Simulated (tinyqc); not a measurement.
Two-dimensional electron gas with Rashba and Dresselhaus coupling: sweeps and comparisons. A value that a table varies takes the place of the one given here.

H = c k^2/m + al (ky sx - kx sy) + b1 (kx sx - ky sy) + gam kx ky (kx sy - ky sx), s the Pauli matrices, x = [100], c = hbar^2/2m0, b1 = gam (pi/L)^2 (hard walls). H = c k^2/m + B.s, so E = c k^2/m -/+ |B| and the lower state has its spin along -B.

Constants: hbar^2/2m0 = 3.80998211 eV angstrom^2.

Inputs chosen for the exercise (of the size met in InAs; shifted at random, so the results belong to these values and not to a real crystal):
- m = 0.0252 m0 (mass)
- al = 0.43 eV angstrom (Rashba constant)
- gam = 26.4 eV angstrom^3 (bulk Dresselhaus constant)
- L = 112 angstrom (width of the (001) well)
- n = 8.8 1e11/cm^2 (sheet density (one subband filled))

## Splitting and spin direction around the circle

At |k| = k0 = sqrt(2 pi n), 1e11/cm^2 = 1e-5/angstrom^2.

Around the circle:
```
phi (deg)  Bx (meV)  By (meV)  splitting (meV)  lower spin (deg)
0.0          0.4884  -10.1111          20.2458              92.8
22.5         4.2742   -9.4163          20.6818             114.4
45.0         7.3737   -7.3737          20.8559             135.0
67.5         9.4163   -4.2742          20.6818             155.6
90.0        10.1111   -0.4884          20.2458             177.2
112.5        9.2667    3.4646          19.7863            -159.5
135.0        6.9256    6.9256          19.5886            -135.0
157.5        3.4646    9.2667          19.7863            -110.5
```

The splitting runs from 19.5886 meV at 135 to 20.8559 meV at 45 degrees. Along [110] it is 2 k |al + b1 - 2 b3| and along [-110] 2 k |al - b1 + 2 b3|, b3 = gam k^2/4. From 0 to 90 degrees the spin turns with k (+84 degrees), the sense of the Rashba term.

## Tuning the Rashba term through the balance point

al = f (b1 - b3) at k0 = sqrt(2 pi n), b3 = gam k0^2/4. Helix wavelength along [110]: 2 pi c/(m |al + b1 - b3|). Dyakonov-Perel rates are proportional to the mean squares of the first harmonics: for spin along z, al^2 + (b1 - b3)^2; for the most protected in-plane spin, (al - (b1 - b3))^2/2 (third harmonic left out); both are given over (b1 - b3)^2.

Against f:
```
f     al (meV angstrom)  wavelength (micron)  rate, z  rate, in plane
0.00              0.000                5.548    1.000          0.5000
0.25              4.281                4.438    1.062          0.2812
0.50              8.561                3.699    1.250          0.1250
0.75             12.842                3.170    1.562          0.0312
0.90             15.410                2.920    1.810          0.0050
1.00             17.122                2.774    2.000          0.0000
1.25             21.403                2.466    2.562          0.0312
2.00             34.244                1.849    5.000          0.5000
```

At f = 1, al = 17.12 meV angstrom, the first harmonic points along one axis for all k and the listed in-plane rate vanishes; the helix would have wavelength 2.77 micron. The third harmonic, b3/(b1 - b3) = 0.21, is small and sets its lifetime. The uniform z spin still relaxes there, twice as fast as at f = 0.

## What each parameter does

Splittings 2|B| at k0 = sqrt(2 pi n) along [100], [110] and [-110], and E0 = c k0^2/m; 1e11/cm^2 = 1e-5/angstrom^2. Each row changes one parameter from the base and keeps the others.

Results:
```
case                       [100] (meV)  [110] (meV)  [-110] (meV)  E0 (meV)
base                           20.2458      20.8559       19.5886     83.60
m = 0.02772 m0                 20.2458      20.8559       19.5886     76.00
al = 0.516 eV angstrom         24.2864      24.9003       23.6331     83.60
gam = 31.68 eV angstrom^3      20.2562      20.9826       19.4619     83.60
L = 132 angstrom               20.2345      20.5823       19.8622     83.60
n = 13.2 1e11/cm^2             24.7960      25.3329       24.2013    125.39
```

The largest shifts from the base row, up to three for each result and ties (the steps differ in size, so this ranks the rows, not the parameters). [100] (meV): n +4.5501, al +4.0405, L -0.0114; unchanged at the printed digits by m. [110] (meV): n +4.4771, al +4.0445, L -0.2736; unchanged at the printed digits by m. [-110] (meV): n +4.6126, al +4.0445, L +0.2736; unchanged at the printed digits by m. E0 (meV): n +41.80, m -7.60; unchanged at the printed digits by al, gam and L.

Run: tinyqc, `OMP_NUM_THREADS=1 python tinyqc.py 1452364 1452365 out.jsonl`; Intel(R) Xeon(R) Processor @ 2.30GHz, one thread, shared host; about 0.01 s of CPU time with all checks.
